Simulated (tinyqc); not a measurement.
Carrier lifetime of an n-type layer with SRH, radiative, Auger and surface recombination: one step of the calculation.

Uniform excess density dn = dp (no trapping), n = n0 + dn, p = p0 + dn, Boltzmann statistics, full ionisation. Surfaces enter as a rate 2 S dn/d, which holds while diffusion to them is fast.

Problem. Lifetime, shares and quasi-Fermi splitting. With e = n p - ni^2 = dn (n0 + p0 + dn): U_SRH = e/(tp0 (n + n1) + tn0 (p + p1)), U_rad = B e, U_Aug = (Cn n + Cp p) e, U_s = 2 S dn/d. tau = dn/U, shares of U, splitting Vt ln(n p/ni^2), radiative efficiency U_rad/U.

Values chosen for this exercise; band and dielectric values those of a made-up semiconductor:
- T = 400 K (temperature)
- B = 2.31e-10 cm^3/s (radiative coefficient)
- Cn = 1.5e-30 cm^6/s (Auger coefficient (two electrons))
- Cp = 2.1e-31 cm^6/s (Auger coefficient (two holes))
- S = 700 cm/s (surface recombination velocity (both faces))
- d = 20 um (sample thickness)

Constants: q = 1.602176634e-19 C, kB = 1.380649e-23 J/K, Vt = kB T/q. Results are converted to the units shown.

converged dn = 6.5083720e15 cm^-3
ni = 3.5624360e7 cm^-3
n0 = 1.1e17 cm^-3
p0 = 0.011537227 cm^-3
n1 = 0.29743676 cm^-3
p1 = 4.2667725e15 cm^-3
tn0 = 3.4965035e-4 s
tp0 = 1.1655012e-5 s

Wanted: tau; shares; quasi-Fermi splitting.

Solution.

tau = 3.6158e-8 s
shares (%): SRH 0.082, radiative 97.313, Auger 0.074, surface 2.531
quasi-Fermi splitting = 1.4109 V

Radiative recombination takes the largest share. dn is 0.059 times the doping: low injection.

Computed by the program tinyqc: `OMP_NUM_THREADS=1 python tinyqc.py 2300038 2300039 out.jsonl`, one thread of a shared Intel Xeon 2.30GHz, about 0.01 s for the whole run.
